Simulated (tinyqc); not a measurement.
Undoped symmetric double-gate MOSFET, analytic potential model: output curve.

An undoped body of thickness ts between two equal insulators and tied gates; long channel, electrons only, n = ni exp((psi - V)/Vt) with V the quasi-Fermi potential (0 at the source, Vd at the drain), constant mobility, no quantisation. Across the body psi(x) = V - 2 Vt ln[(ts/(2 beta)) sqrt(q ni/(2 eps0 eps_r Vt)) cos(2 beta x/ts)], x from the centre. Q is the electron charge per area of the whole body.

ni = sqrt(Nc Nv) exp(-Eg/(2 Vt)), Eg in volts; r = eps_r tox/(eox ts); V0 = dphi + 2 Vt ln[(2/ts) sqrt(2 eps0 eps_r Vt/(q ni))]. beta (between 0 and pi/2) solves (Vg - V0 - V)/(2 Vt) = ln(beta) - ln(cos beta) + 2 r beta tan(beta). Q = 8 eps0 eps_r Vt beta tan(beta)/ts; I = mu (1/L)(4 eps0 eps_r/ts)(2 Vt)^2 [g(beta_s) - g(beta_d)] per width, g = beta tan(beta) - beta^2/2 + r beta^2 tan^2(beta), with beta_s at V = 0 and beta_d at V = Vd.

Inputs (values chosen for the exercise); material values close to those of germanium:

| symbol | value | unit | meaning |
|---|---|---|---|
| T | 300 | K | temperature |
| Eg | 0.658 | eV | band gap |
| eps_r | 16.2 |  | relative permittivity of the semiconductor |
| Nc | 1.05e19 | cm^-3 | conduction-band density of states at T |
| Nv | 6e18 | cm^-3 | valence-band density of states at T |
| eox | 24.1 |  | relative permittivity of the gate insulator |
| tox | 8.6 | nm | insulator thickness |
| ts | 20 | nm | body thickness |
| dphi | -0.01 | V | gate work function less that of the intrinsic body |
| mu | 620 | cm^2/(V s) | channel mobility |
| L | 0.5 | um | gate length |
| Vg | 0.61 | V | gate voltage |

Constants: q = 1.602176634e-19 C, kB = 1.380649e-23 J/K, Vt = kB T/q, eps0 = 8.8541878128e-14 F/cm where lengths are in cm. Results are converted to the units shown.

Output curve:
```
Vd (V),Qd (nC/cm^2),Qd/Qs,I (uA/um)
0.07,973.2,0.7743,96.69
0.13,741.9,0.5903,160.4
0.2,492.2,0.3916,213.8
0.26,303.2,0.2412,243.2
0.33,127.7,0.1016,261.5
0.39,35.83,0.02851,267.1
0.45,5.096,0.004054,268.4
0.52,0.3601,2.865e-4,268.5
0.58,0.03550,2.825e-5,268.5
```

The current rises from 96.7 to 269 uA/um, while the charge at the drain end falls from 0.77 to 2.8e-5 of that at the source. The current first comes within 1 % of its last value at Vd = 0.39 V among the rows. Over the last rows Qd falls by a factor of e for each Vt of drain voltage: the drain end is in weak inversion. In every row the surface density at the source passes 0.3 Nc, where Boltzmann statistics fail. For Vd = 0.26 to 0.58 V mu V/L, with V the smaller of Vd and Vg - V0, passes 3e6 cm/s, so velocity saturation would lower the current.

Numbers from tinyqc (`OMP_NUM_THREADS=1 python tinyqc.py 2440081 2440082 out.jsonl`; about 0.01 s on one thread of a shared Intel Xeon 2.30GHz).
